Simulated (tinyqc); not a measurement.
How far the fits carry: temperature and isotope dependence of a band gap in oscillator models.

E(T) = E0 - sum_i sl_i th_i n_i(T), n = 1/(exp(th/T) - 1). The same coupling lowers the gap at 0 K by the zero-point term ZP = sum_i sl_i th_i/2, so the gap of the static lattice is E0 + ZP. Thermal expansion is taken as part of the slopes.

Two-parameter forms are made to pass through the falls at the two temperatures T12: Varshni aV T^2/(T + bV), from the line T^2/fall = (T + bV)/aV; one oscillator s1 t1/(exp(t1/T) - 1), with t1 from the ratio of the falls.

Parameters, chosen for this exercise (near those of diamond; shifted at random, so the results belong to these values and not to a real crystal): E0 = 5.442 eV (gap at 0 K); th = (511, 1609) K (temperatures of two oscillators); sl = (0.239, 0.33) meV/K (their high-temperature slopes); T12 = (630, 1640) K (temperatures of the fits).

Falls of the gap from E0, and errors of the two fits against the model.

Results:

| T (K) | fall (meV) | Varshni - model (meV) | one oscillator - model (meV) | fall/ZP |
|---|---|---|---|---|
| 20 | 0.00 | 0.20 | 0.00 | 0.000 |
| 50 | 0.00 | 1.23 | 0.00 | 0.000 |
| 100 | 0.74 | 4.05 | -0.71 | 0.002 |
| 200 | 10.46 | 7.58 | -6.50 | 0.032 |
| 300 | 29.69 | 8.61 | -8.67 | 0.091 |
| 400 | 56.88 | 7.58 | -6.71 | 0.174 |
| 600 | 129.92 | 1.16 | -0.74 | 0.398 |
| 800 | 218.63 | -6.08 | 3.01 | 0.670 |

What can be read from this table?

Below the first fit point the largest errors are +8.61 meV (Varshni, 300 K, on a fall of 29.69 meV) and -8.67 meV (one oscillator, 300 K); a T^2 law cannot freeze out; a single oscillator misses the soft modes. No row lies well beyond the second fit point, so the table does not test extrapolation to high T. The thermal fall stays below ZP up to 800 K.

Program tinyqc; command `OMP_NUM_THREADS=1 python tinyqc.py 1850174 1850175 out.jsonl`; about 0.01 s on one thread of a shared Intel(R) Xeon(R) Processor @ 2.30GHz.
